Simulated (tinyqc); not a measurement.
Resistance of a source-drain extension with a graded tip: effect of the position under the gate where the fall begins.

y runs along the channel, the gate covers y > 0. The doping is N0 for y < y0 and N0 10^(-(y - y0)/la) beyond, uniform over the depth xj. Sheet conductance s(y) = q mu(N) max(N - Nch, 0) xj + (for y > 0) ma Cox Vo, with mu(N) = u0 + (u1 - u0)/(1 + (N/Nr)^au) and Cox = eps0 eox/tox. Current is taken as one-dimensional; depletion of the tip, spreading and the contact are left out. The metallurgical junction lies at yj, where N = Nch.

R_spacer = integral of dy/s from -Ls to 0, R_ov from 0 to yj, R_channel = (Lg - 2 yj)/(ma Cox Vo), R_total = 2 R_spacer + 2 R_ov + R_channel. Electrical length L_eff = ma Cox dR_total/d(1/Vo); R_series = R_total - L_eff/(ma Cox Vo).

Parameters, values chosen for the exercise; mobility law close to that of electrons in silicon: relative permittivity of the gate insulator (close to silicon dioxide) eox = 3.9; insulator thickness tox = 1.6 nm; active doping of the extension far from the gate N0 = 5.5e19 cm^-3; lateral abruptness la = 4.2 nm/decade; depth of the extension xj = 25 nm; channel doping Nch = 3.8e17 cm^-3; spacer length Ls = 8 nm; gate overdrive Vo = 0.58 V; mobility of the gate-induced layer ma = 160 cm^2/(V s); mobility at low doping u1 = 1414 cm^2/(V s); mobility at high doping u0 = 68.5 cm^2/(V s); reference doping Nr = 9.2e16 cm^-3; exponent au = 0.711; gate length Lg = 50 nm.

Constants: q = 1.602176634e-19 C, eps0 = 8.8541878128e-14 F/cm where lengths are in cm. Results are converted to the units shown.

Result of one run:
```
y0 (nm)  yj (nm)  R_spacer (ohm um)  R_ov (ohm um)  R_channel (ohm um)  R_total (ohm um)  L_eff (nm)  R_series (ohm um)
-6         3.074              17.42          11.99               218.9             277.8       47.68              39.68
```

What becomes of these results when the position under the gate where the fall begins (gate edge at 0) y0 is changed from -6 to -2 nm, all else the same?

Result of the changed run:
```
y0 (nm)  yj (nm)  R_spacer (ohm um)  R_ov (ohm um)  R_channel (ohm um)  R_total (ohm um)  L_eff (nm)  R_series (ohm um)
-2         7.074              5.158          19.96               179.0             229.2       41.05              24.26
```

The whole series:
```
y0 (nm)  yj (nm)  R_spacer (ohm um)  R_ov (ohm um)  R_channel (ohm um)  R_total (ohm um)  L_eff (nm)  R_series (ohm um)
-6         3.074              17.42          11.99               218.9             277.8       47.68              39.68
-4         5.074              8.482          16.93               199.0             249.8       44.67              26.74
-2         7.074              5.158          19.96               179.0             229.2       41.05              24.26
0          9.074              4.425          21.50               159.0             210.9       37.15              25.37
2          11.07              4.425          22.49               139.1             192.9       33.19              27.17
4          13.07              4.425          23.49               119.1             174.9       29.23              28.96
6          15.07              4.425          24.48               99.12             156.9       25.27              30.75
8          17.07              4.425          25.48               79.14             139.0       21.31              32.55
```

As y0 goes from -6 to 8, R_total falls from 278 to 139 ohm um, L_eff falls from 47.7 to 21.3 nm and R_series goes from 39.7 through a minimum of 24.3 (at y0 = -2 among the rows listed) to 32.5 ohm um. More overlap also shortens the channel and adds capacitance, effects on threshold and speed that are left out.

Numbers from tinyqc (`OMP_NUM_THREADS=1 python tinyqc.py 2282175 2282176 out.jsonl`; about 0.03 s on one thread of a shared Intel Xeon 2.30GHz).
